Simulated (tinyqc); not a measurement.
On-chip interconnect, size-dependent resistivity and RC delay: one step of the calculation.

A rectangular line between two neighbours and two ground planes. Surface and grain-boundary scattering are added to the bulk resistivity as corrections; capacitances are parallel-plate values without fringing; inductance is ignored.

Problem. Node voltages after a time step. A 1 V step is applied behind Rd at t = 0. C dv/dt = -G v + b, with G the conductance matrix of the ladder (1/Rs between neighbours, 1/Rd added at node 0) and b = (1 V/Rd, 0, ...). Trapezoidal step: (C/dt + G/2) v(new) = (C/dt - G/2) v + b.

Values chosen for this exercise: driver resistance Rd = 510 ohm; time step dt = 0.29 ps.

Rs = 11.509985 ohm

```
node,C (fF),v at t = 0 (V)
0,0.064992901,0
1,0.12998580,0
2,0.12998580,0
3,0.12998580,0
4,0.12998580,0
5,0.12998580,0
6,0.12998580,0
7,1.0649929,0
```

Give: v at t = 1 dt.

Solution.

```
node,v at t = 1 dt (V)
0,0.3812
1,0.3467
2,0.3157
3,0.2879
4,0.2632
5,0.2411
6,0.2216
7,0.2043
```

Computed by the program tinyqc: `OMP_NUM_THREADS=1 python tinyqc.py 2100007 2100008 out.jsonl`, one thread of a shared Intel Xeon 2.30GHz, about 0.01 s for the whole run.
